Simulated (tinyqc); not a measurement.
Inside a calculation. Method: RKS/exchange-only LDA in the sto-6g basis, for H4, spin multiplicity 1. Computed by tinyqc, a small Python program that keeps every step (integrals from PySCF). Settings: charge = 0, multiplicity = 1, basis = sto-6g, energy threshold = 1e-10, iteration cap = 56, orthogonalisation = canonical, start = atomic densities, DIIS depth = 3, method = RKS, functional = Slater exchange alone, grid = [15, 50]. Command: `OMP_NUM_THREADS=1 python tinyqc.py 26156 26157 out.jsonl` (the two numbers bound the seeds that draw the settings). One thread of a shared host (Intel(R) Xeon(R) Processor @ 2.60GHz), about 0.3 s of CPU time with the checks. Later iterations appear only in the table of the cycle.

## One-electron integrals

Geometry (angstrom):
```
atom         x         y         z
H     0.000000  0.000000  0.000000
H     0.000000  0.000000  1.267000
H     0.000000  1.794000  0.000000
H     0.000000  1.794000  1.267000
```

Basis sto-6g: exponents (1/bohr^2) and contraction coefficients of normalised primitives:
```
element  l (shell)   exponent  coefficient
H            s (1)  35.523221     0.009164
H            s (1)   6.513144     0.049361
H            s (1)   1.822143     0.168538
H            s (1)   0.625955     0.370563
H            s (1)   0.243077     0.416492
H            s (1)   0.100112     0.130334
```

Overlap, kinetic and nuclear-attraction integrals over the contracted functions; the nuclear repulsion is the sum of Za Zb / Rab.

nuclear repulsion = 1.90714535 hartree

overlap S:
```
          1H 1s     2H 1s     3H 1s     4H 1s
1H 1s  1.000000  0.354736  0.165736  0.087138
2H 1s  0.354736  1.000000  0.087138  0.165736
3H 1s  0.165736  0.087138  1.000000  0.354736
4H 1s  0.087138  0.165736  0.354736  1.000000
```

kinetic energy T (hartree):
```
           1H 1s      2H 1s      3H 1s      4H 1s
1H 1s   0.768522   0.040654  -0.007855  -0.012049
2H 1s   0.040654   0.768522  -0.012049  -0.007855
3H 1s  -0.007855  -0.012049   0.768522   0.040654
4H 1s  -0.012049  -0.007855   0.040654   0.768522
```

nuclear attraction V (hartree):
```
           1H 1s      2H 1s      3H 1s      4H 1s
1H 1s  -2.188367  -0.701051  -0.304303  -0.163329
2H 1s  -0.701051  -2.188367  -0.163329  -0.304303
3H 1s  -0.304303  -0.163329  -2.188367  -0.701051
4H 1s  -0.163329  -0.304303  -0.701051  -2.188367
```

core Hamiltonian H = T + V (hartree):
```
           1H 1s      2H 1s      3H 1s      4H 1s
1H 1s  -1.419845  -0.660397  -0.312158  -0.175378
2H 1s  -0.660397  -1.419845  -0.175378  -0.312158
3H 1s  -0.312158  -0.175378  -1.419845  -0.660397
4H 1s  -0.175378  -0.312158  -0.660397  -1.419845
```

## Two-electron integrals

Functions are numbered as in S; the eight-fold symmetry (ij|kl) = (ji|kl) = (kl|ij) leaves the list below.

Two-electron integrals (ij|kl) in chemists' order, unique and non-zero (hartree):
```
(11|11) 0.774999   (21|11) 0.203697   (21|21) 0.075407   (22|11) 0.399974
(22|21) 0.203697   (22|22) 0.774999   (31|11) 0.081565   (31|21) 0.024462
(31|22) 0.054486   (31|31) 0.014579   (32|11) 0.035196   (32|21) 0.013606
(32|22) 0.038469   (32|31) 0.006599   (32|32) 0.003705   (33|11) 0.292837
(33|21) 0.097215   (33|22) 0.240527   (33|31) 0.081565   (33|32) 0.038469
(33|33) 0.774999   (41|11) 0.038469   (41|21) 0.013606   (41|22) 0.035196
(41|31) 0.006599   (41|32) 0.003631   (41|33) 0.035196   (41|41) 0.003705
(42|11) 0.054486   (42|21) 0.024462   (42|22) 0.081565   (42|31) 0.009795
(42|32) 0.006599   (42|33) 0.054486   (42|41) 0.006599   (42|42) 0.014579
(43|11) 0.097215   (43|21) 0.035775   (43|22) 0.097215   (43|31) 0.024462
(43|32) 0.013606   (43|33) 0.203697   (43|41) 0.013606   (43|42) 0.024462
(43|43) 0.075407   (44|11) 0.240527   (44|21) 0.097215   (44|22) 0.292837
(44|31) 0.054486   (44|32) 0.035196   (44|33) 0.399974   (44|41) 0.038469
(44|42) 0.081565   (44|43) 0.203697   (44|44) 0.774999
```

## Orthogonalisation

S = U s U^T; canonical form X = U s^(-1/2), so that X^T S X = 1. Each column of U has its largest component positive (the first on a tie).

eigenvalues of S: 0.566665  0.723862  1.101862  1.607611

X:
```
               1          2          3         4
1H 1s   0.664212   0.587682   0.476328  0.394348
2H 1s  -0.664212  -0.587682   0.476328  0.394348
3H 1s  -0.664212   0.587682  -0.476328  0.394348
4H 1s   0.664212  -0.587682  -0.476328  0.394348
```

## Starting guess

The start is atomic minimal-basis densities projected into this basis (PySCF's MINAO start) and scaled to the electron count of each spin; this density is not idempotent, so its energy is not variational and may lie below the converged one.

D at the start:
```
          1H 1s     2H 1s     3H 1s     4H 1s
1H 1s  0.957791  0.084393  0.061366  0.024118
2H 1s  0.084393  0.957791  0.024118  0.061366
3H 1s  0.061366  0.024118  0.957791  0.084393
4H 1s  0.024118  0.061366  0.084393  0.957791
```

## Iteration 1: exchange-correlation on the grid

Becke grid with 15 radial and 50 angular points per atom, points of zero weight dropped. rho = sum D_ij phi_i phi_j; V_xc,ij = sum w v_xc phi_i phi_j; v_xc is d(rho eps)/d rho.

The 16 grid points with the largest w rho, of 2972 (bohr, atomic units):
```
x                  y         z         w       rho     eps_xc       v_xc
0.000000    0.826635  0.826635  0.143260  0.044106  -0.260945  -0.347927
0.000000    0.826635  1.567648  0.143260  0.044106  -0.260945  -0.347927
0.000000    2.563534  1.567648  0.143260  0.044106  -0.260945  -0.347927
0.000000    2.563534  0.826635  0.143260  0.044106  -0.260945  -0.347927
-0.826635   0.000000  0.826635  0.140694  0.042360  -0.257455  -0.343274
0.826635    0.000000  0.826635  0.140694  0.042360  -0.257455  -0.343274
0.826635    3.390169  1.567648  0.140694  0.042360  -0.257455  -0.343274
0.826635    3.390169  0.826635  0.140694  0.042360  -0.257455  -0.343274
-0.826635   3.390169  0.826635  0.140694  0.042360  -0.257455  -0.343274
-0.826635   3.390169  1.567648  0.140694  0.042360  -0.257455  -0.343274
0.826635    0.000000  1.567648  0.140694  0.042360  -0.257455  -0.343274
-0.826635   0.000000  1.567648  0.140694  0.042360  -0.257455  -0.343274
0.000000   -0.826635  0.826635  0.140197  0.042031  -0.256789  -0.342385
0.000000    4.216803  0.826635  0.140197  0.042031  -0.256789  -0.342385
0.000000    4.216803  1.567648  0.140197  0.042031  -0.256789  -0.342385
0.000000   -0.826635  1.567648  0.140197  0.042031  -0.256789  -0.342385
```

electrons on the grid, sum of w rho = 3.999443

E_xc = sum of w rho eps_xc = -1.09758327 hartree

V_xc (hartree):
```
           1H 1s      2H 1s      3H 1s      4H 1s
1H 1s  -0.368023  -0.116664  -0.047537  -0.025283
2H 1s  -0.116664  -0.368023  -0.025283  -0.047537
3H 1s  -0.047537  -0.025283  -0.368023  -0.116664
4H 1s  -0.025283  -0.047537  -0.116664  -0.368023
```

## Iteration 1: building the Kohn-Sham matrix

J_ij = sum D_kl (ij|kl); F = H + J + V_xc; E = tr D H + tr D J / 2 + E_xc + E_nn.

Coulomb J (hartree):
```
          1H 1s     2H 1s     3H 1s     4H 1s
1H 1s  1.707270  0.602505  0.272504  0.147679
2H 1s  0.602505  1.707270  0.147679  0.272504
3H 1s  0.272504  0.147679  1.707270  0.602505
4H 1s  0.147679  0.272504  0.602505  1.707270
```

Kohn-Sham matrix F (hartree):
```
           1H 1s      2H 1s      3H 1s      4H 1s
1H 1s  -0.080598  -0.174556  -0.087191  -0.052981
2H 1s  -0.174556  -0.080598  -0.052981  -0.087191
3H 1s  -0.087191  -0.052981  -0.080598  -0.174556
4H 1s  -0.052981  -0.087191  -0.174556  -0.080598
```

total energy of this density = -1.53389201 hartree

This density is the starting one; it is not idempotent, so its energy is not variational and may lie below the converged one.

## Iteration 1: diagonalisation and new density

Diagonalise F' = X^T F X, C = X C', fill 2 alpha and 2 beta electrons from the bottom; D = 2 C_occ C_occ^T. Each column has its largest component positive (the first on a tie).

F' = X^T F X (hartree):
```
          1         2          3          4
1  0.226180  0.000000   0.000000   0.000000
2  0.000000  0.082542   0.000000   0.000000
3  0.000000  0.000000  -0.104352   0.000000
4  0.000000  0.000000   0.000000  -0.245909
```

orbital energies (hartree): MO1 -0.245909, MO2 -0.104352, MO3 0.082542, MO4 0.226180

coefficients C:
```
            MO1        MO2        MO3        MO4
1H 1s  0.394348   0.476328   0.587682   0.664212
2H 1s  0.394348   0.476328  -0.587682  -0.664212
3H 1s  0.394348  -0.476328   0.587682  -0.664212
4H 1s  0.394348  -0.476328  -0.587682   0.664212
```

D after iteration 1:
```
           1H 1s      2H 1s      3H 1s      4H 1s
1H 1s   0.764798   0.764798  -0.142757  -0.142757
2H 1s   0.764798   0.764798  -0.142757  -0.142757
3H 1s  -0.142757  -0.142757   0.764798   0.764798
4H 1s  -0.142757  -0.142757   0.764798   0.764798
```

## Iteration 2: exchange-correlation on the grid

As before.

The 16 grid points with the largest w rho, of 2972 (bohr, atomic units):
```
x                  y         z         w       rho     eps_xc       v_xc
0.000000   -0.826635  1.567648  0.140197  0.055015  -0.280896  -0.374528
0.000000    4.216803  1.567648  0.140197  0.055015  -0.280896  -0.374528
0.000000    4.216803  0.826635  0.140197  0.055015  -0.280896  -0.374528
0.000000   -0.826635  0.826635  0.140197  0.055015  -0.280896  -0.374528
0.000000    0.826635  1.567648  0.143260  0.053574  -0.278421  -0.371228
0.000000    2.563534  1.567648  0.143260  0.053574  -0.278421  -0.371228
0.000000    2.563534  0.826635  0.143260  0.053574  -0.278421  -0.371228
0.000000    0.826635  0.826635  0.143260  0.053574  -0.278421  -0.371228
0.826635    0.000000  1.567648  0.140694  0.054466  -0.279958  -0.373278
-0.826635   0.000000  1.567648  0.140694  0.054466  -0.279958  -0.373278
-0.826635   3.390169  1.567648  0.140694  0.054466  -0.279958  -0.373278
0.826635    3.390169  1.567648  0.140694  0.054466  -0.279958  -0.373278
0.826635    3.390169  0.826635  0.140694  0.054466  -0.279958  -0.373278
-0.826635   3.390169  0.826635  0.140694  0.054466  -0.279958  -0.373278
-0.826635   0.000000  0.826635  0.140694  0.054466  -0.279958  -0.373278
0.826635    0.000000  0.826635  0.140694  0.054466  -0.279958  -0.373278
```

electrons on the grid, sum of w rho = 3.999507

E_xc = sum of w rho eps_xc = -1.08077628 hartree

V_xc (hartree):
```
           1H 1s      2H 1s      3H 1s      4H 1s
1H 1s  -0.364931  -0.119662  -0.046990  -0.025556
2H 1s  -0.119662  -0.364931  -0.025556  -0.046990
3H 1s  -0.046990  -0.025556  -0.364931  -0.119662
4H 1s  -0.025556  -0.046990  -0.119662  -0.364931
```

## Iteration 2: building the Kohn-Sham matrix

As before.

Coulomb J (hartree):
```
          1H 1s     2H 1s     3H 1s     4H 1s
1H 1s  1.706930  0.608601  0.272210  0.148438
2H 1s  0.608601  1.706930  0.148438  0.272210
3H 1s  0.272210  0.148438  1.706930  0.608601
4H 1s  0.148438  0.272210  0.608601  1.706930
```

Kohn-Sham matrix F (hartree):
```
           1H 1s      2H 1s      3H 1s      4H 1s
1H 1s  -0.077846  -0.171459  -0.086939  -0.052495
2H 1s  -0.171459  -0.077846  -0.052495  -0.086939
3H 1s  -0.086939  -0.052495  -0.077846  -0.171459
4H 1s  -0.052495  -0.086939  -0.171459  -0.077846
```

total energy of this density = -1.83737019 hartree

## Iteration 2: DIIS over 2 matrices

error matrix X^T (FDS - SDF) X:
```
          1         2         3         4
1  0.000000  0.000000  0.000000  0.000000
2  0.000000  0.000000  0.000000  0.000000
3  0.000000  0.000000  0.000000  0.000000
4  0.000000  0.000000  0.000000  0.000000
```

B (overlaps of the stored error matrices):
```
               1              2
1  0.0000000e+00  0.0000000e+00
2  0.0000000e+00  0.0000000e+00
```

Minimise |sum c_i e_i|^2 with sum c_i = 1: solve [B -1; -1 0][c; lambda] = [0; -1] with B_ij = tr e_i^T e_j, and take F = sum c_i F_i.

DIIS coefficients: 0.832942  0.167058

extrapolated F (hartree):
```
           1H 1s      2H 1s      3H 1s      4H 1s
1H 1s  -0.080138  -0.174039  -0.087149  -0.052900
2H 1s  -0.174039  -0.080138  -0.052900  -0.087149
3H 1s  -0.087149  -0.052900  -0.080138  -0.174039
4H 1s  -0.052900  -0.087149  -0.174039  -0.080138
```

## Iteration 2: diagonalisation and new density

As before.

F' = X^T F X (hartree):
```
          1         2          3          4
1  0.226147  0.000000   0.000000   0.000000
2  0.000000  0.082408   0.000000   0.000000
3  0.000000  0.000000  -0.103577   0.000000
4  0.000000  0.000000   0.000000  -0.245225
```

orbital energies (hartree): MO1 -0.245225, MO2 -0.103577, MO3 0.082408, MO4 0.226147

coefficients C:
```
            MO1        MO2        MO3        MO4
1H 1s  0.394348   0.476328   0.587682   0.664212
2H 1s  0.394348   0.476328  -0.587682  -0.664212
3H 1s  0.394348  -0.476328   0.587682  -0.664212
4H 1s  0.394348  -0.476328  -0.587682   0.664212
```

D after iteration 2:
```
           1H 1s      2H 1s      3H 1s      4H 1s
1H 1s   0.764798   0.764798  -0.142757  -0.142757
2H 1s   0.764798   0.764798  -0.142757  -0.142757
3H 1s  -0.142757  -0.142757   0.764798   0.764798
4H 1s  -0.142757  -0.142757   0.764798   0.764798
```

## Iteration 3 (converged): orbitals

converged F (hartree):
```
           1H 1s      2H 1s      3H 1s      4H 1s
1H 1s  -0.077846  -0.171459  -0.086939  -0.052495
2H 1s  -0.171459  -0.077846  -0.052495  -0.086939
3H 1s  -0.086939  -0.052495  -0.077846  -0.171459
4H 1s  -0.052495  -0.086939  -0.171459  -0.077846
```

As before.

F' = X^T F X (hartree):
```
          1         2          3          4
1  0.225982  0.000000   0.000000   0.000000
2  0.000000  0.081740   0.000000   0.000000
3  0.000000  0.000000  -0.099714   0.000000
4  0.000000  0.000000   0.000000  -0.241811
```

orbital energies (hartree): MO1 -0.241811, MO2 -0.099714, MO3 0.081740, MO4 0.225982

coefficients C:
```
            MO1        MO2        MO3        MO4
1H 1s  0.394348   0.476328   0.587682   0.664212
2H 1s  0.394348   0.476328  -0.587682  -0.664212
3H 1s  0.394348  -0.476328   0.587682  -0.664212
4H 1s  0.394348  -0.476328  -0.587682   0.664212
```

D after iteration 3:
```
           1H 1s      2H 1s      3H 1s      4H 1s
1H 1s   0.764798   0.764798  -0.142757  -0.142757
2H 1s   0.764798   0.764798  -0.142757  -0.142757
3H 1s  -0.142757  -0.142757   0.764798   0.764798
4H 1s  -0.142757  -0.142757   0.764798   0.764798
```

## Convergence

Stop when the energy changes by less than 1e-10 hartree and every element of the error matrix X^T (F D S - S D F) X is below 3e-06.

Course of the cycle:
```
iteration  E (hartree)     change  largest element of the error matrix
1          -1.53389201          -                             4.22e-16
2          -1.83737019  -3.03e-01                             1.93e-15
3          -1.83737019  -4.44e-16                             1.20e-15
```

PySCF RKS in the same basis, fine grid = -1.83737743 hartree

Converged in 3 iterations. The coarse grid moves the energy by +7.24e-06 hartree.

## Populations, bond orders and dipole

Mulliken: Z minus the diagonal of D S on the atom; Loewdin: the same with S^(1/2) D S^(1/2); Mayer order: 2 sum_s sum (D(s) S)_ij (D(s) S)_ji over the two atoms.

Charges (e):
```
atom  Mulliken  Loewdin
1H           0        0
2H           0        0
3H           0        0
4H           0        0
```

Mayer bond orders:
```
pair     order
2-1   1.000000
3-1          0
3-2          0
4-1          0
4-2          0
4-3   1.000000
```

dipole moment about the origin, x y z (debye): 0.000000  0.000000  0.000000
